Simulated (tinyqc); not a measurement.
Polytypes by hexagonality, and a cubic inclusion as a quantum well: one step. The polarisation field. Three cases, with inputs chosen for the exercise.

Task: Give |F|, the drop |F| L, the bound charge |P|/e per cm^2 (e = 1.602176634e-19 C), and, as a first estimate, the shift -|F| L/2 of the transition for an electron centred in the layer and a hole in the host on the high side.

Gap: E3 + (E2 - E3) h. Valence top Ev2 h and polarisation P2 h, both counted from 3C; Ec = Ev + gap.

A cubic inclusion of width L = N d in the host (h = 1) is a well of depth V = Ec(host) - Ec(3C). Square well with mass mismatch: k tan(k L/2) = (m_w/m_b) q, k = sqrt(m_w E/c), q = sqrt(m_b (V - E)/c), c = hbar^2/2m0, lowest root. The depth of the level, V - E, is its binding, and the transition to the valence top of the host is gap(host) - (V - E). The step in polarisation gives a field |F| = |P|/(eps eps0) in a thin inclusion, eps0 = 8.8541878e-12 F/m.

Case 1.

Values chosen (of the order of those of InAs; not measured data): E3 = 0.417 eV (gap of the cubic polytype); E2 = 0.461 eV (gap of 2H); Ev2 = 0.036 eV (valence top of 2H above that of 3C); P2 = 0.0022 C/m^2 (spontaneous polarisation of 2H); eps = 15.2 (dielectric constant).

L = 41.98800 angstrom

Case 2.

Values chosen (of the order of those of InP; not measured data): E3 = 1.427 eV (gap of the cubic polytype); E2 = 1.489 eV (gap of 2H); Ev2 = 0.044 eV (valence top of 2H above that of 3C); P2 = -0.0022 C/m^2 (spontaneous polarisation of 2H); eps = 12.1 (dielectric constant).

L = 20.38200 angstrom

Case 3.

Values chosen (of the order of those of GaAs; not measured data): E3 = 1.508 eV (gap of the cubic polytype); E2 = 1.529 eV (gap of 2H); Ev2 = 0.127 eV (valence top of 2H above that of 3C); P2 = 0.002 C/m^2 (spontaneous polarisation of 2H); eps = 12.6 (dielectric constant).

L = 48.96000 angstrom

Give: |F|; drop; bound charge; estimated shift.

Result:

Case 1.

|F| = 0.163 MV/cm
drop = 68.6 meV
bound charge = 1.37e+12 cm^-2
estimated shift = -34.3 meV

The drop is 86 % of the well depth. The host edge on the low side sinks by 34 meV against the centre, more than the 14 meV by which the flat well binds, so the level may not survive the field and the estimate must be checked.

Case 2.

|F| = 0.205 MV/cm
drop = 41.9 meV
bound charge = 1.37e+12 cm^-2
estimated shift = -20.9 meV

The drop is 39 % of the well depth. The host edge on the low side sinks by 21 meV against the centre, more than the 18 meV by which the flat well binds, so the level may not survive the field and the estimate must be checked.

Case 3.

|F| = 0.179 MV/cm
drop = 87.8 meV
bound charge = 1.25e+12 cm^-2
estimated shift = -43.9 meV

The drop is 59 % of the well depth. The host edge on the low side sinks by 44 meV against the centre, less than the 82 meV by which the flat well binds.

Computed by tinyqc, one run a case: `OMP_NUM_THREADS=1 python tinyqc.py N N+1 out.jsonl` with N = 1850557, 1850616, 1850667; one thread of a shared Intel(R) Xeon(R) Processor @ 2.30GHz, about 0.1 s a run at most.
